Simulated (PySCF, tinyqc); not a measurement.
RHF in the 6-311g basis, for H2, spin multiplicity 1, step by step (part 1 of 2). The lowest restricted solution is unstable here: a spin-polarised one lies 0.0055 hartree lower (PySCF). Computed by tinyqc, a small Python program that keeps every step (integrals from PySCF). Settings: charge = 0, multiplicity = 1, basis = 6-311g, energy threshold = 1e-10, iteration cap = 66, orthogonalisation = canonical, start = core, DIIS depth = 0, method = RHF. Command: `OMP_NUM_THREADS=1 python tinyqc.py 24276 24277 out.jsonl` (the two numbers bound the seeds that draw the settings). One thread of a shared host (Intel(R) Xeon(R) Processor @ 2.60GHz), about 0.04 s of CPU time with the checks. Later iterations appear only in the table of the cycle.

## One-electron integrals

Geometry (angstrom):
```
atom         x         y         z
H     0.000000  0.000000  0.000000
H     0.000000  0.000000  1.330000
```

Basis 6-311g: exponents (1/bohr^2) and contraction coefficients of normalised primitives:
```
element  l (shell)   exponent  coefficient
H            s (1)  33.865000     0.025494
H            s (1)   5.094790     0.190373
H            s (1)   1.158790     0.852161
H            s (2)   0.325840     1.000000
H            s (3)   0.102741     1.000000
```

Overlap, kinetic and nuclear-attraction integrals over the contracted functions; the nuclear repulsion is the sum of Za Zb / Rab.

nuclear repulsion = 0.39787760 hartree

overlap S, order 1H 1s, 1H 2s, 1H 3s, 2H 1s, 2H 2s, 2H 3s:
```
[[1.000000, 0.706377, 0.373664, 0.019266, 0.138031, 0.205233],
 [0.706377, 1.000000, 0.788963, 0.138031, 0.357313, 0.481690],
 [0.373664, 0.788963, 1.000000, 0.205233, 0.481690, 0.722889],
 [0.019266, 0.138031, 0.205233, 1.000000, 0.706377, 0.373664],
 [0.138031, 0.357313, 0.481690, 0.706377, 1.000000, 0.788963],
 [0.205233, 0.481690, 0.722889, 0.373664, 0.788963, 1.000000]]
```

kinetic energy T (hartree), order 1H 1s, 1H 2s, 1H 3s, 2H 1s, 2H 2s, 2H 3s:
```
[[2.304348, 0.549119, 0.106346, -0.051687, -0.009475, 0.035065],
 [0.549119, 0.488760, 0.184881, -0.009475, 0.054821, 0.075746],
 [0.106346, 0.184881, 0.154112, 0.035065, 0.075746, 0.087305],
 [-0.051687, -0.009475, 0.035065, 2.304348, 0.549119, 0.106346],
 [-0.009475, 0.054821, 0.075746, 0.549119, 0.488760, 0.184881],
 [0.035065, 0.075746, 0.087305, 0.106346, 0.184881, 0.154112]]
```

nuclear attraction V (hartree), order 1H 1s, 1H 2s, 1H 3s, 2H 1s, 2H 2s, 2H 3s:
```
[[-2.508974, -1.341774, -0.663658, -0.030974, -0.247706, -0.366123],
 [-1.341774, -1.307144, -0.890454, -0.247706, -0.482583, -0.570909],
 [-0.663658, -0.890454, -0.866747, -0.366123, -0.570909, -0.666740],
 [-0.030974, -0.247706, -0.366123, -2.508974, -1.341774, -0.663658],
 [-0.247706, -0.482583, -0.570909, -1.341774, -1.307144, -0.890454],
 [-0.366123, -0.570909, -0.666740, -0.663658, -0.890454, -0.866747]]
```

core Hamiltonian H = T + V (hartree), order 1H 1s, 1H 2s, 1H 3s, 2H 1s, 2H 2s, 2H 3s:
```
[[-0.204626, -0.792655, -0.557312, -0.082660, -0.257181, -0.331058],
 [-0.792655, -0.818384, -0.705572, -0.257181, -0.427762, -0.495163],
 [-0.557312, -0.705572, -0.712636, -0.331058, -0.495163, -0.579435],
 [-0.082660, -0.257181, -0.331058, -0.204626, -0.792655, -0.557312],
 [-0.257181, -0.427762, -0.495163, -0.792655, -0.818384, -0.705572],
 [-0.331058, -0.495163, -0.579435, -0.557312, -0.705572, -0.712636]]
```

## Two-electron integrals

Functions are numbered as in S; the eight-fold symmetry (ij|kl) = (ji|kl) = (kl|ij) leaves the list below.

Two-electron integrals (ij|kl) in chemists' order, unique and non-zero (hartree):
```
(11|11) 1.393035   (21|11) 0.822971   (21|21) 0.509703   (22|11) 0.822904
(22|21) 0.543028   (22|22) 0.644106   (31|11) 0.411256   (31|21) 0.257757
(31|22) 0.279868   (31|31) 0.130794   (32|11) 0.543681   (32|21) 0.365771
(32|22) 0.452669   (32|31) 0.189803   (32|32) 0.325140   (33|11) 0.494021
(33|21) 0.340115   (33|22) 0.445993   (33|31) 0.178035   (33|32) 0.331779
(33|33) 0.361682   (41|11) 0.014739   (41|21) 0.009956   (41|22) 0.012201
(41|31) 0.005165   (41|32) 0.008650   (41|33) 0.008584   (41|41) 0.000448
(42|11) 0.069117   (42|21) 0.048409   (42|22) 0.065449   (42|31) 0.025486
(42|32) 0.049091   (42|33) 0.053363   (42|41) 0.002468   (42|42) 0.019022
(43|11) 0.088271   (43|21) 0.062123   (43|22) 0.085768   (43|31) 0.032788
(43|32) 0.065462   (43|33) 0.073746   (43|41) 0.003102   (43|42) 0.026639
(43|43) 0.039335   (44|11) 0.397850   (44|21) 0.280912   (44|22) 0.393964
(44|31) 0.148532   (44|32) 0.304434   (44|33) 0.350236   (44|41) 0.014739
(44|42) 0.145580   (44|43) 0.223050   (44|44) 1.393035   (51|11) 0.145580
(51|21) 0.092083   (51|22) 0.101425   (51|31) 0.046848   (51|32) 0.069135
(51|33) 0.065266   (51|41) 0.002468   (51|42) 0.012096   (51|43) 0.015260
(51|44) 0.069117   (51|51) 0.019022   (52|11) 0.228763   (52|21) 0.155360
(52|22) 0.196088   (52|31) 0.080881   (52|32) 0.142185   (52|33) 0.147170
(52|41) 0.005533   (52|42) 0.034779   (52|43) 0.046911   (52|44) 0.228763
(52|51) 0.034779   (52|52) 0.082235   (53|11) 0.227087   (53|21) 0.157355
(53|22) 0.209375   (53|31) 0.082562   (53|32) 0.156929   (53|33) 0.172959
(53|41) 0.005984   (53|42) 0.043442   (53|43) 0.062451   (53|44) 0.317521
(53|51) 0.035657   (53|52) 0.095227   (53|53) 0.121197   (54|11) 0.280912
(54|21) 0.198165   (54|22) 0.276602   (54|31) 0.104722   (54|32) 0.213098
(54|33) 0.244677   (54|41) 0.009956   (54|42) 0.092083   (54|43) 0.140150
(54|44) 0.822971   (54|51) 0.048409   (54|52) 0.155360   (54|53) 0.214483
(54|54) 0.509703   (55|11) 0.393964   (55|21) 0.276602   (55|22) 0.380982
(55|31) 0.145878   (55|32) 0.291713   (55|33) 0.334194   (55|41) 0.012201
(55|42) 0.101425   (55|43) 0.152801   (55|44) 0.822904   (55|51) 0.065449
(55|52) 0.196088   (55|53) 0.267962   (55|54) 0.543028   (55|55) 0.644106
(61|11) 0.223050   (61|21) 0.140150   (61|22) 0.152801   (61|31) 0.071169
(61|32) 0.103787   (61|33) 0.097546   (61|41) 0.003102   (61|42) 0.015260
(61|43) 0.019501   (61|44) 0.088271   (61|51) 0.026639   (61|52) 0.046911
(61|53) 0.047954   (61|54) 0.062123   (61|55) 0.085768   (61|61) 0.039335
(62|11) 0.317521   (62|21) 0.214483   (62|22) 0.267962   (62|31) 0.111462
(62|32) 0.193480   (62|33) 0.199209   (62|41) 0.005984   (62|42) 0.035657
(62|43) 0.047954   (62|44) 0.227087   (62|51) 0.043442   (62|52) 0.095227
(62|53) 0.107876   (62|54) 0.157355   (62|55) 0.209375   (62|61) 0.062451
(62|62) 0.121197   (63|11) 0.324124   (63|21) 0.224190   (63|22) 0.297742
(63|31) 0.117569   (63|32) 0.223400   (63|33) 0.247978   (63|41) 0.006825
(63|42) 0.046434   (63|43) 0.066178   (63|44) 0.324124   (63|51) 0.046434
(63|52) 0.115199   (63|53) 0.143580   (63|54) 0.224190   (63|55) 0.297742
(63|61) 0.066178   (63|62) 0.143580   (63|63) 0.189003   (64|11) 0.148532
(64|21) 0.104722   (64|22) 0.145878   (64|31) 0.055326   (64|32) 0.112264
(64|33) 0.128825   (64|41) 0.005165   (64|42) 0.046848   (64|43) 0.071169
(64|44) 0.411256   (64|51) 0.025486   (64|52) 0.080881   (64|53) 0.111462
(64|54) 0.257757   (64|55) 0.279868   (64|61) 0.032788   (64|62) 0.082562
(64|63) 0.117569   (64|64) 0.130794   (65|11) 0.304434   (65|21) 0.213098
(65|22) 0.291713   (65|31) 0.112264   (65|32) 0.222925   (65|33) 0.255748
(65|41) 0.008650   (65|42) 0.069135   (65|43) 0.103787   (65|44) 0.543681
(65|51) 0.049091   (65|52) 0.142185   (65|53) 0.193480   (65|54) 0.365771
(65|55) 0.452669   (65|61) 0.065462   (65|62) 0.156929   (65|63) 0.223400
(65|64) 0.189803   (65|65) 0.325140   (66|11) 0.350236   (66|21) 0.244677
(66|22) 0.334194   (66|31) 0.128825   (66|32) 0.255748   (66|33) 0.296586
(66|41) 0.008584   (66|42) 0.065266   (66|43) 0.097546   (66|44) 0.494021
(66|51) 0.053363   (66|52) 0.147170   (66|53) 0.199209   (66|54) 0.340115
(66|55) 0.445993   (66|61) 0.073746   (66|62) 0.172959   (66|63) 0.247978
(66|64) 0.178035   (66|65) 0.331779   (66|66) 0.361682
```

## Orthogonalisation

S = U s U^T; canonical form X = U s^(-1/2), so that X^T S X = 1. Each column of U has its largest component positive (the first on a tie).

eigenvalues of S: [0.064184, 0.128839, 0.346740, 0.705586, 1.489608, 3.265044]

X, order 1H 1s, 1H 2s, 1H 3s, 2H 1s, 2H 2s, 2H 3s:
```
[[0.745865, -0.858719, -0.716681, 0.675866, 0.438326, 0.159138],
 [-1.796112, 1.525227, 0.569036, 0.087678, 0.348260, 0.244294],
 [2.001952, -0.903939, 0.777541, -0.494115, 0.149146, 0.261023],
 [-0.745865, -0.858719, 0.716681, 0.675866, -0.438326, 0.159138],
 [1.796112, 1.525227, -0.569036, 0.087678, -0.348260, 0.244294],
 [-2.001952, -0.903939, -0.777541, -0.494115, -0.149146, 0.261023]]
```

## Starting guess

The start is the orbitals of the core Hamiltonian; D = 2 C_occ C_occ^T.

D at the start, order 1H 1s, 1H 2s, 1H 3s, 2H 1s, 2H 2s, 2H 3s:
```
[[0.057591, 0.138022, 0.031635, 0.057591, 0.138022, 0.031635],
 [0.138022, 0.330779, 0.075815, 0.138022, 0.330779, 0.075815],
 [0.031635, 0.075815, 0.017377, 0.031635, 0.075815, 0.017377],
 [0.057591, 0.138022, 0.031635, 0.057591, 0.138022, 0.031635],
 [0.138022, 0.330779, 0.075815, 0.138022, 0.330779, 0.075815],
 [0.031635, 0.075815, 0.017377, 0.031635, 0.075815, 0.017377]]
```

## Iteration 1: building the Fock matrix

J_ij = sum D_kl (ij|kl), K_ij = sum D_kl (ik|jl); F = H + J - 0.5 K; E = tr D H + tr D J / 2 - 0.25 tr D K + E_nn.

Coulomb J (hartree), order 1H 1s, 1H 2s, 1H 3s, 2H 1s, 2H 2s, 2H 3s:
```
[[1.314906, 0.870642, 0.450190, 0.026360, 0.179051, 0.253617],
 [0.870642, 1.063791, 0.766588, 0.179051, 0.413374, 0.496009],
 [0.450190, 0.766588, 0.795044, 0.253617, 0.496009, 0.610441],
 [0.026360, 0.179051, 0.253617, 1.314906, 0.870642, 0.450190],
 [0.179051, 0.413374, 0.496009, 0.870642, 1.063791, 0.766588],
 [0.253617, 0.496009, 0.610441, 0.450190, 0.766588, 0.795044]]
```

exchange K (hartree), order 1H 1s, 1H 2s, 1H 3s, 2H 1s, 2H 2s, 2H 3s:
```
[[0.706114, 0.711895, 0.523872, 0.275686, 0.431079, 0.427364],
 [0.711895, 0.828284, 0.657428, 0.431079, 0.616242, 0.577753],
 [0.523872, 0.657428, 0.553448, 0.427364, 0.577753, 0.521207],
 [0.275686, 0.431079, 0.427364, 0.706114, 0.711895, 0.523872],
 [0.431079, 0.616242, 0.577753, 0.711895, 0.828284, 0.657428],
 [0.427364, 0.577753, 0.521207, 0.523872, 0.657428, 0.553448]]
```

Fock matrix F (hartree), order 1H 1s, 1H 2s, 1H 3s, 2H 1s, 2H 2s, 2H 3s:
```
[[0.757223, -0.277960, -0.369057, -0.194144, -0.293670, -0.291123],
 [-0.277960, -0.168735, -0.267699, -0.293670, -0.322510, -0.288030],
 [-0.369057, -0.267699, -0.194315, -0.291123, -0.288030, -0.229598],
 [-0.194144, -0.293670, -0.291123, 0.757223, -0.277960, -0.369057],
 [-0.293670, -0.322510, -0.288030, -0.277960, -0.168735, -0.267699],
 [-0.291123, -0.288030, -0.229598, -0.369057, -0.267699, -0.194315]]
```

total energy of this density = -1.00265470 hartree

## Iteration 1: diagonalisation and new density

Diagonalise F' = X^T F X, C = X C', fill 1 alpha and 1 beta electrons from the bottom; D = 2 C_occ C_occ^T. Each column has its largest component positive (the first on a tie).

F' = X^T F X (hartree):
```
[[1.491402, 0.000000, -1.045033, 0.000000, 0.297524, 0.000000],
 [0.000000, 1.861781, 0.000000, -1.083966, 0.000000, -0.068757],
 [-1.045033, 0.000000, 1.303621, 0.000000, -0.550598, 0.000000],
 [0.000000, -1.083966, 0.000000, 1.142565, 0.000000, -0.015668],
 [0.297524, 0.000000, -0.550598, 0.000000, 0.397879, 0.000000],
 [0.000000, -0.068757, 0.000000, -0.015668, 0.000000, -0.428210]]
```

orbital energies (hartree): [-0.432452, 0.087579, 0.363649, 0.499006, 2.606316, 2.644939]

coefficients C, order 1H 1s, 1H 2s, 1H 3s, 2H 1s, 2H 2s, 2H 3s:
```
[[0.145302, 0.122464, -0.036193, -0.092859, -1.112859, -1.094118],
 [0.325862, 0.117064, -0.943753, -1.133216, 1.540527, 1.181875],
 [0.191747, 1.100511, 0.944428, 1.609356, -0.912948, -0.447971],
 [0.145302, -0.122464, -0.036193, 0.092859, 1.112859, -1.094118],
 [0.325862, -0.117064, -0.943753, 1.133216, -1.540527, 1.181875],
 [0.191747, -1.100511, 0.944428, -1.609356, 0.912948, -0.447971]]
```

D after iteration 1, order 1H 1s, 1H 2s, 1H 3s, 2H 1s, 2H 2s, 2H 3s:
```
[[0.042225, 0.094696, 0.055722, 0.042225, 0.094696, 0.055722],
 [0.094696, 0.212371, 0.124966, 0.094696, 0.212371, 0.124966],
 [0.055722, 0.124966, 0.073534, 0.055722, 0.124966, 0.073534],
 [0.042225, 0.094696, 0.055722, 0.042225, 0.094696, 0.055722],
 [0.094696, 0.212371, 0.124966, 0.094696, 0.212371, 0.124966],
 [0.055722, 0.124966, 0.073534, 0.055722, 0.124966, 0.073534]]
```

## Iteration 2: building the Fock matrix

As before.

Coulomb J (hartree), order 1H 1s, 1H 2s, 1H 3s, 2H 1s, 2H 2s, 2H 3s:
```
[[1.237104, 0.824703, 0.427365, 0.024944, 0.169588, 0.240607],
 [0.824703, 1.020775, 0.740185, 0.169588, 0.395767, 0.477967],
 [0.427365, 0.740185, 0.775815, 0.240607, 0.477967, 0.594512],
 [0.024944, 0.169588, 0.240607, 1.237104, 0.824703, 0.427365],
 [0.169588, 0.395767, 0.477967, 0.824703, 1.020775, 0.740185],
 [0.240607, 0.477967, 0.594512, 0.427365, 0.740185, 0.775815]]
```

exchange K (hartree), order 1H 1s, 1H 2s, 1H 3s, 2H 1s, 2H 2s, 2H 3s:
```
[[0.609676, 0.643664, 0.497209, 0.241443, 0.394369, 0.407821],
 [0.643664, 0.790039, 0.661527, 0.394369, 0.591732, 0.582570],
 [0.497209, 0.661527, 0.590577, 0.407821, 0.582570, 0.556023],
 [0.241443, 0.394369, 0.407821, 0.609676, 0.643664, 0.497209],
 [0.394369, 0.591732, 0.582570, 0.643664, 0.790039, 0.661527],
 [0.407821, 0.582570, 0.556023, 0.497209, 0.661527, 0.590577]]
```

Fock matrix F (hartree), order 1H 1s, 1H 2s, 1H 3s, 2H 1s, 2H 2s, 2H 3s:
```
[[0.727640, -0.289783, -0.378551, -0.178437, -0.284778, -0.294361],
 [-0.289783, -0.192629, -0.296151, -0.284778, -0.327861, -0.308481],
 [-0.378551, -0.296151, -0.232109, -0.294361, -0.308481, -0.262935],
 [-0.178437, -0.284778, -0.294361, 0.727640, -0.289783, -0.378551],
 [-0.284778, -0.327861, -0.308481, -0.289783, -0.192629, -0.296151],
 [-0.294361, -0.308481, -0.262935, -0.378551, -0.296151, -0.232109]]
```

total energy of this density = -1.03052303 hartree

## Iteration 2: diagonalisation and new density

As before.

F' = X^T F X (hartree):
```
[[1.474377, 0.000000, -1.028693, 0.000000, 0.291062, 0.000000],
 [0.000000, 1.834523, 0.000000, -1.058609, 0.000000, -0.061355],
 [-1.028693, 0.000000, 1.273275, 0.000000, -0.539137, 0.000000],
 [0.000000, -1.058609, 0.000000, 1.119491, 0.000000, 0.004470],
 [0.291062, 0.000000, -0.539137, 0.000000, 0.359833, 0.000000],
 [0.000000, -0.061355, 0.000000, 0.004470, 0.000000, -0.457141]]
```

orbital energies (hartree): [-0.459304, 0.065873, 0.360918, 0.481180, 2.560432, 2.595258]

coefficients C, order 1H 1s, 1H 2s, 1H 3s, 2H 1s, 2H 2s, 2H 3s:
```
[[0.142154, 0.126850, 0.043072, -0.095993, -1.112101, -1.094282],
 [0.302126, 0.147749, 0.949192, -1.119935, 1.547585, 1.183824],
 [0.216714, 1.054415, -0.937619, 1.635273, -0.921260, -0.450881],
 [0.142154, -0.126850, 0.043072, 0.095993, 1.112101, -1.094282],
 [0.302126, -0.147749, 0.949192, 1.119935, -1.547585, 1.183824],
 [0.216714, -1.054415, -0.937619, -1.635273, 0.921260, -0.450881]]
```

D after iteration 2, order 1H 1s, 1H 2s, 1H 3s, 2H 1s, 2H 2s, 2H 3s:
```
[[0.040415, 0.085897, 0.061613, 0.040415, 0.085897, 0.061613],
 [0.085897, 0.182561, 0.130950, 0.085897, 0.182561, 0.130950],
 [0.061613, 0.130950, 0.093930, 0.061613, 0.130950, 0.093930],
 [0.040415, 0.085897, 0.061613, 0.040415, 0.085897, 0.061613],
 [0.085897, 0.182561, 0.130950, 0.085897, 0.182561, 0.130950],
 [0.061613, 0.130950, 0.093930, 0.061613, 0.130950, 0.093930]]
```

## Iteration 3: building the Fock matrix

As before.

Coulomb J (hartree), order 1H 1s, 1H 2s, 1H 3s, 2H 1s, 2H 2s, 2H 3s:
```
[[1.218061, 0.813147, 0.421577, 0.024569, 0.167143, 0.237285],
 [0.813147, 1.009424, 0.733085, 0.167143, 0.391029, 0.473086],
 [0.421577, 0.733085, 0.770505, 0.237285, 0.473086, 0.590108],
 [0.024569, 0.167143, 0.237285, 1.218061, 0.813147, 0.421577],
 [0.167143, 0.391029, 0.473086, 0.813147, 1.009424, 0.733085],
 [0.237285, 0.473086, 0.590108, 0.421577, 0.733085, 0.770505]]
```

exchange K (hartree), order 1H 1s, 1H 2s, 1H 3s, 2H 1s, 2H 2s, 2H 3s:
```
[[0.588171, 0.626688, 0.489659, 0.233371, 0.384721, 0.402033],
 [0.626688, 0.777805, 0.659659, 0.384721, 0.583197, 0.581099],
 [0.489659, 0.659659, 0.597355, 0.402033, 0.581099, 0.562314],
 [0.233371, 0.384721, 0.402033, 0.588171, 0.626688, 0.489659],
 [0.384721, 0.583197, 0.581099, 0.626688, 0.777805, 0.659659],
 [0.402033, 0.581099, 0.562314, 0.489659, 0.659659, 0.597355]]
```

Fock matrix F (hartree), order 1H 1s, 1H 2s, 1H 3s, 2H 1s, 2H 2s, 2H 3s:
```
[[0.719350, -0.292851, -0.380564, -0.174777, -0.282399, -0.294790],
 [-0.292851, -0.197863, -0.302317, -0.282399, -0.328332, -0.312626],
 [-0.380564, -0.302317, -0.240808, -0.294790, -0.312626, -0.270484],
 [-0.174777, -0.282399, -0.294790, 0.719350, -0.292851, -0.380564],
 [-0.282399, -0.328332, -0.312626, -0.292851, -0.197863, -0.302317],
 [-0.294790, -0.312626, -0.270484, -0.380564, -0.302317, -0.240808]]
```

total energy of this density = -1.03207103 hartree

## Iteration 3: diagonalisation and new density

As before.

F' = X^T F X (hartree):
```
[[1.469925, 0.000000, -1.024658, 0.000000, 0.289399, 0.000000],
 [0.000000, 1.827495, 0.000000, -1.052503, 0.000000, -0.058577],
 [-1.024658, 0.000000, 1.265366, 0.000000, -0.535961, 0.000000],
 [0.000000, -1.052503, 0.000000, 1.112125, 0.000000, 0.008714],
 [0.289399, 0.000000, -0.535961, 0.000000, 0.349874, 0.000000],
 [0.000000, -0.058577, 0.000000, 0.008714, 0.000000, -0.463414]]
```

orbital energies (hartree): [-0.465212, 0.060186, 0.359075, 0.476336, 2.548643, 2.582343]

coefficients C, order 1H 1s, 1H 2s, 1H 3s, 2H 1s, 2H 2s, 2H 3s:
```
[[0.141780, 0.128066, 0.044984, -0.096898, -1.111884, -1.094254],
 [0.296147, 0.155285, 0.950021, -1.116251, 1.549508, 1.184670],
 [0.222672, 1.042761, -0.935799, 1.641470, -0.923501, -0.451758],
 [0.141780, -0.128066, 0.044984, 0.096898, 1.111884, -1.094254],
 [0.296147, -0.155285, 0.950021, 1.116251, -1.549508, 1.184670],
 [0.222672, -1.042761, -0.935799, -1.641470, 0.923501, -0.451758]]
```

D after iteration 3, order 1H 1s, 1H 2s, 1H 3s, 2H 1s, 2H 2s, 2H 3s:
```
[[0.040203, 0.083975, 0.063141, 0.040203, 0.083975, 0.063141],
 [0.083975, 0.175406, 0.131887, 0.083975, 0.175406, 0.131887],
 [0.063141, 0.131887, 0.099166, 0.063141, 0.131887, 0.099166],
 [0.040203, 0.083975, 0.063141, 0.040203, 0.083975, 0.063141],
 [0.083975, 0.175406, 0.131887, 0.083975, 0.175406, 0.131887],
 [0.063141, 0.131887, 0.099166, 0.063141, 0.131887, 0.099166]]
```

## Iteration 9 (converged): orbitals

converged F (hartree), order 1H 1s, 1H 2s, 1H 3s, 2H 1s, 2H 2s, 2H 3s:
```
[[0.716743, -0.293814, -0.381176, -0.173727, -0.281689, -0.294917],
 [-0.293814, -0.199367, -0.304093, -0.281689, -0.328388, -0.313790],
 [-0.381176, -0.304093, -0.243373, -0.294917, -0.313790, -0.272698],
 [-0.173727, -0.281689, -0.294917, 0.716743, -0.293814, -0.381176],
 [-0.281689, -0.328388, -0.313790, -0.293814, -0.199367, -0.304093],
 [-0.294917, -0.313790, -0.272698, -0.381176, -0.304093, -0.243373]]
```

As before.

F' = X^T F X (hartree):
```
[[1.468575, 0.000000, -1.023462, 0.000000, 0.288890, 0.000000],
 [0.000000, 1.825382, 0.000000, -1.050695, 0.000000, -0.057575],
 [-1.023462, 0.000000, 1.262971, 0.000000, -0.534980, 0.000000],
 [0.000000, -1.050695, 0.000000, 1.109781, 0.000000, 0.009885],
 [0.288890, 0.000000, -0.534980, 0.000000, 0.346826, 0.000000],
 [0.000000, -0.057575, 0.000000, 0.009885, 0.000000, -0.465242]]
```

orbital energies (hartree): [-0.466937, 0.058442, 0.358422, 0.474842, 2.545088, 2.578436]

coefficients C, order 1H 1s, 1H 2s, 1H 3s, 2H 1s, 2H 2s, 2H 3s:
```
[[0.141736, 0.128447, 0.045583, -0.097182, -1.111815, -1.094235],
 [0.294276, 0.157540, 0.950234, -1.115109, 1.550102, 1.184964],
 [0.224487, 1.039240, -0.935235, 1.643316, -0.924187, -0.452029],
 [0.141736, -0.128447, 0.045583, 0.097182, 1.111815, -1.094235],
 [0.294276, -0.157540, 0.950234, 1.115109, -1.550102, 1.184964],
 [0.224487, -1.039240, -0.935235, -1.643316, 0.924187, -0.452029]]
```

D after iteration 9, order 1H 1s, 1H 2s, 1H 3s, 2H 1s, 2H 2s, 2H 3s:
```
[[0.040178, 0.083419, 0.063636, 0.040178, 0.083419, 0.063636],
 [0.083419, 0.173196, 0.132122, 0.083419, 0.173196, 0.132122],
 [0.063636, 0.132122, 0.100789, 0.063636, 0.132122, 0.100789],
 [0.040178, 0.083419, 0.063636, 0.040178, 0.083419, 0.063636],
 [0.083419, 0.173196, 0.132122, 0.083419, 0.173196, 0.132122],
 [0.063636, 0.132122, 0.100789, 0.063636, 0.132122, 0.100789]]
```
